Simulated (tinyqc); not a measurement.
Full result against the linear law: strain, valley repopulation and piezoresistance in a many-valley conduction band. Computed by tinyqc, a small Python program. Command: `OMP_NUM_THREADS=1 python tinyqc.py 3015925 3015926 out.jsonl valleys walk`. One thread of a shared host (Intel(R) Xeon(R) Processor @ 2.30GHz), about 0.03 s of CPU time with the checks.

Valleys are ellipsoids with mass m_l along the axis a and m_t across it, parabolic, with one constant relaxation time; strain shifts the valleys and leaves the masses alone. Currents are taken along [110], along the load, and along [001], across the load.

Inputs (values chosen for the exercise, modelled on silicon): longitudinal mass m_l = 0.936 m_0; transverse mass m_t = 0.186 m_0; shear deformation potential Xi_u = 9.27 eV; dilation deformation potential Xi_d = 1.1 eV; C11 = 164 GPa; C12 = 63.9 GPa; C44 = 80 GPa; electron density n = 3.5e+18 1/cm^3; relaxation time tau = 58 fs; temperature T = 350 K.

Valley axes: <100> (6 valleys in 3 pairs). Load: uniaxial [110].

Constants: k_B = 8.617333262e-05 eV/K; m_0 = 9.1093837015e-31 kg; k_B = 1.380649e-23 J/K; hbar = 1.054571817e-34 J s; e = 1.602176634e-19 C.

Method:
- Each of the 6 valleys holds n_v = N_v (2/sqrt(pi)) F_1/2((E_F - dE_v)/(k_B T)), N_v = 2 (m_d k_B T/(2 pi hbar^2))^(3/2), m_d = (m_l m_t^2)^(1/3); E_F solves sum n_v = n and is counted from the unstrained edge.
- F_j(eta) = int_0^infinity x^j/(1 + exp(x - eta)) dx, without a gamma-function factor. It is evaluated after integrating by parts.
- Integrals over x = E/(k_B T) use 160 Gauss-Legendre points in u = sqrt(x) from 0 to sqrt(max(eta, 0) + 32).
- With eta_0 the reduced Fermi level without strain, r = F_-1/2(eta_0)/(2 F_1/2(eta_0)) (1 for a classical gas) and c = r (Xi_u/k_B T) (m_l - m_t)/(2 m_l + m_t): pi11 = -(2/3) c (S11 - S12), pi12 = -pi11/2, pi44 = 0, with S11 - S12 = 1/(C11 - C12).
- Compliances S11 = (C11 + C12)/((C11 - C12)(C11 + 2 C12)), S12 = -C12/((C11 - C12)(C11 + 2 C12)), S44 = 1/C44; stress sigma_ij = X n_i n_j for the unit vector n of the load; e_xx = S11 sigma_xx + S12 (sigma_yy + sigma_zz), e_xy = S44 sigma_xy/2 (tensor strain).
- Herring-Vogt shift of a valley with unit axis a: dE = Xi_d tr(e) + Xi_u a.e.a.
- Mobility tensor mu = e tau sum_v (n_v/n) [1/m_t + (1/m_l - 1/m_t) a a^T]; unstrained mu_0 = e tau (1/m_l + 2/m_t)/3; resistivity along d from the inverse tensor, rho_d = d.mu^-1.d/(n e), mobility along d = 1/(d.mu^-1.d); gauge pi_d = (rho_d/rho_0 - 1)/X.
- Linear theory: pi_l = (pi11 + pi12 + pi44)/2, pi_t = pi12 along [001].

pi11 = -71.9964 1e-11/Pa

pi12 = 35.9982 1e-11/Pa

pi44 = 0 1e-11/Pa

Resistance changes (%); at 2000 MPa the strain is near or above 1 %, where band warping, left out here, matters:
```
X (MPa)  splitting (meV)  largest share  first direction   linear  second direction   linear
-2000             92.607        0.48809           20.365   35.998            -25.28  -71.996
-1000             46.304        0.44970           14.576   17.999            -20.28  -35.998
-400              18.521        0.39192            6.844    7.200            -11.36  -14.399
-150               6.946        0.35708            2.666    2.700             -4.94   -5.400
-50                2.315        0.34146            0.897    0.900             -1.75   -1.800
50                 2.315        0.34999           -0.902   -0.900              1.85    1.800
150                6.946        0.38434           -2.713   -2.700              5.91    5.400
400               18.521        0.47452           -7.165   -7.200             18.25   14.399
1000              46.304        0.68668          -16.189  -17.999             62.95   35.998
2000              92.607        0.90755          -23.890  -35.998            168.66   71.996
```

Along the first direction the linear law holds within 10 % for 6 of the 10 stresses, at -400, -150, -50.0, 50.0, 150, 400 MPa. At the largest compression the full change is +20.4 % against the linear +36.0 %, at the largest tension -23.9 % against -36.0 %: once the splitting is comparable with k_B T (or E_F) the populations no longer follow it linearly, and the change must saturate when the upper valleys are empty.

Extremes, crossings and ranges named in words are read from the listed rows.
